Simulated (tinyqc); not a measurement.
# Worked calculation: MOSFET in the linear regime without short-channel effects, parameter extraction from computed curves

Numbers from tinyqc (`OMP_NUM_THREADS=1 python tinyqc.py 2210122 2210123 out.jsonl`; about 0.01 s on one thread of a shared Intel Xeon 2.30GHz). Printed values are rounded.

Inversion charge Q = Cox n Vt W0(exp((Vg - VT)/(n Vt))), W0 the Lambert function and n = nf; u = Q/Cox; mobility mu = mu0/(1 + th1 u + th2 u^2); channel resistance Rch = (L - dL)/(W mu Q); Id = Vd/(Rch + Rsd/W). Cox = eps0 eox/tox. Small Vd, no channel-length or drain effects.

Values chosen for this exercise; channel values of the order met in silicon transistors: temperature T = 400 K; relative permittivity of the gate insulator (close to hafnium oxide) eox = 22.5; insulator thickness tox = 14 nm; low-field mobility mu0 = 120 cm^2/(V s); first mobility attenuation factor th1 = 0.36 1/V; second mobility attenuation factor th2 = 0.14 1/V^2; threshold voltage VT = 0.35 V; body factor nf = 1.06; gate width W = 1 um; drawn gate length L = 0.13 um; drawn less effective length dL = 0.008 um; source plus drain resistance Rsd = 460 ohm um; drain voltage Vd = 0.025 V.

Constants: q = 1.602176634e-19 C, kB = 1.380649e-23 J/K, Vt = kB T/q, eps0 = 8.8541878128e-14 F/cm where lengths are in cm. Results are converted to the units shown.

## Transfer curve

| point | Vg (V) |
|---|---|
| 0 | 0.19 |
| 1 | 0.27 |
| 2 | 0.35 |
| 3 | 0.43 |
| 4 | 0.51 |
| 5 | 0.59 |
| 6 | 0.67 |
| 7 | 0.75 |
| 8 | 0.83 |
| 9 | 0.91 |

u, mu, Rch and Id as defined.

| point | u (V) | mu (cm^2/(V s)) | Rch (ohm) | Id (uA) |
|---|---|---|---|---|
| 0 | 4.52437e-4 | 119.980 | 1.57939e6 | 0.0158243 |
| 1 | 0.00369734 | 119.840 | 1.93493e5 | 0.128897 |
| 2 | 0.0207220 | 119.104 | 34737.4 | 0.710279 |
| 3 | 0.0611710 | 117.354 | 11943.0 | 2.01565 |
| 4 | 0.117363 | 114.923 | 6356.51 | 3.66757 |
| 5 | 0.181445 | 112.157 | 4212.95 | 5.34994 |
| 6 | 0.249768 | 109.225 | 3142.67 | 6.93931 |
| 7 | 0.320641 | 106.211 | 2517.49 | 8.39635 |
| 8 | 0.393189 | 103.164 | 2113.61 | 9.71397 |
| 9 | 0.466910 | 100.116 | 1834.09 | 10.8976 |

## Threshold and mobility at the peak transconductance

gm_i = (Id_(i+1) - Id_(i-1))/(Vg_(i+1) - Vg_(i-1)); at the point j of largest gm the tangent meets the axis at V_ext = Vg_j - Id_j/gm_j; field-effect mobility gm_j L/(W Cox Vd) with the drawn L.

| point | gm (uS) |
|---|---|
| 1 | 4.34034 |
| 2 | 11.7922 |
| 3 | 18.4830 |
| 4 | 20.8393 |
| 5 | 20.4484 |
| 6 | 19.0400 |
| 7 | 17.3416 |
| 8 | 15.6328 |

j = 4
V_ext = 0.334007 V
field-effect mobility = 76.1525 cm^2/(V s)

V_ext is 16 mV below the model VT, and the mobility so found is 40 % below mu0 L/(L - dL) = 128 cm^2/(V s), the value for the drawn L; attenuation, series resistance and the slow approach of Q to a straight line all lower the peak gm.

## The Y function

Y_i = Id_i/sqrt(gm_i). For Id = beta Vd x/(1 + th x), x = Vg - VT, Y = sqrt(beta Vd) x whatever th. Slope s from points 5 and 8; VT_Y = Vg - Y/s at point 8; beta = s^2/Vd; mobility beta L/(W Cox) with the drawn L; th* = (beta Vd x/Id - 1)/x at point 8.

| point | Y (uA^0.5 V^0.5) |
|---|---|
| 1 | 0.0618703 |
| 2 | 0.206839 |
| 3 | 0.468843 |
| 4 | 0.803408 |
| 5 | 1.18309 |
| 6 | 1.59031 |
| 7 | 2.01625 |
| 8 | 2.45685 |

s = 5.30732 uA^0.5 V^-0.5
VT_Y = 0.367082 V
beta = 1126.70 uA/V^2
mobility from Y = 102.932 cm^2/(V s)
th* = 0.739490 1/V

The mobility from Y is 20 % below mu0 L/(L - dL) = 128 cm^2/(V s), which it should reach in deep inversion when th2 = 0. th* compares with th1 + mu0 Cox Rsd/(L - dL) = 1.00 1/V, since series resistance enters like th1. The match is poor here: at these overdrives Q is not yet a straight line in Vg and th2 bends Y.
